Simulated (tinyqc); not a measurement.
# Bulk transistor, scale length and short-channel effects, step by step

Program tinyqc, `OMP_NUM_THREADS=1 python tinyqc.py 2420021 2420022 out.jsonl`; Intel Xeon 2.30GHz, shared host, one thread, about 0.01 s. Printed values are rounded.

A gate, an insulator of thickness ti and a depleted layer of depth ts on a conducting body. Below threshold the potential that source and drain add obeys Laplace's equation and vanishes on the gate and at the bottom of the depleted layer. Its lowest mode decays along the channel as exp(-k y); k is the smallest positive root of the matching condition at the interface, and the scale length is Lambda = pi/k.

Parameters, values chosen for the exercise; permittivities: semiconductor made up, insulator close to that of silicon nitride:

| symbol | value | unit | meaning |
|---|---|---|---|
| T | 350 | K | temperature |
| eps_r | 20.5 |  | relative permittivity of the semiconductor |
| ei | 7.63 |  | relative permittivity of the insulator |
| ti | 3.3 | nm | insulator thickness |
| ts | 11 | nm | depletion depth |
| L | 54 | nm | channel length |
| Vbi | 1.05 | V | potential of the source |
| sT | 0.45 | V | potential of the barrier top at threshold |
| VTL | 0.26 | V | long-channel threshold |
| m | 1.81 |  | long-channel body factor |
| Vds | 0.8 | V | drain voltage |

Constants: q = 1.602176634e-19 C, kB = 1.380649e-23 J/K, Vt = kB T/q. Results are converted to the units shown.

## Scan of the matching condition

| point | k (1/nm) |
|---|---|
| 0 | 0.035 |
| 1 | 0.07 |
| 2 | 0.105 |
| 3 | 0.14 |
| 4 | 0.175 |
| 5 | 0.21 |
| 6 | 0.245 |
| 7 | 0.28 |

f(k) = eps_r sin(k ti) cos(k ts) + ei cos(k ti) sin(k ts).

| point | f(k) |
|---|---|
| 0 | 5.03598 |
| 1 | 8.53994 |
| 2 | 9.37712 |
| 3 | 7.10822 |
| 4 | 2.11408 |
| 5 | -4.48506 |
| 6 | -11.09681 |
| 7 | -16.04533 |

The first change of sign lies between k = 0.175 and 0.21 1/nm.

## Iteration 1: decay constant by Newton steps

k at the start = 0.175 1/nm

f(k) = eps_r sin(k ti) cos(k ts) + ei cos(k ti) sin(k ts); f' by a central difference with +/- 1e-5 1/nm; k(new) = k - f/f'.

f = 2.114077
f' = -172.4065 nm
k after iteration 1 = 0.1872622 1/nm

## Iteration 2: decay constant by Newton steps

As before.

f = -0.09036491
f' = -186.2552 nm
k after iteration 2 = 0.1867770 1/nm

## Course of the iteration: decay constant by Newton steps

Stop when k changes by less than 1e-10 1/nm, or after 30 iterations.

Course of the iteration:

| iteration | k (1/nm) | \|change\| (1/nm) |
|---|---|---|
| 1 | 0.1872622 | 0.0123 |
| 2 | 0.1867770 | 4.85e-4 |
| 3 | 0.1867764 | 5.79e-7 |
| 4 | 0.1867764 | 8.34e-13 |

Converged in 4 iterations. At the end the number of correct digits about doubles with each step.

## Scale length against simple estimates

k = 0.1867764 1/nm

Lambda = pi/k and l = 1/k. A parabolic potential across the structure gives l(parabolic) = sqrt((eps_r/ei) ts ti).

Lambda = 16.82007 nm
l = 5.353995 nm
l(parabolic) = 9.875702 nm

The parabolic estimate is 84 % above l.

## Threshold shift, barrier position and swing

Along the channel psi(y) = s + a exp(y/l) + b exp(-y/l) with psi(0) = Vbi, psi(L) = Vbi + Vds and l = 1/k = Lambda/pi; with A = Vbi - s, B = A + Vds, x = exp(-L/l): a = (B - A x) x/(1 - x^2), b = (A - B x)/(1 - x^2). The minimum is s + 2 sqrt(a b), at y = (l/2) ln(b/a). The long-channel potential follows the gate as s = sT + (Vg - VTL)/m, and the threshold VT is the gate voltage at which the minimum equals sT. Swing = m Vt ln 10/g at threshold, g = d(minimum)/ds = 1 - (b x + a)/((1 + x) sqrt(a b)).

s at threshold = 0.4380004 V
a = 5.882534e-5 V
b = 0.6119408 V
position of the minimum = 24.76174 nm
VT = 0.2382807 V
swing = 127.4916 mV/decade

The threshold lies 21.7 mV below the long-channel value, and the barrier top sits at 0.46 L from the source.
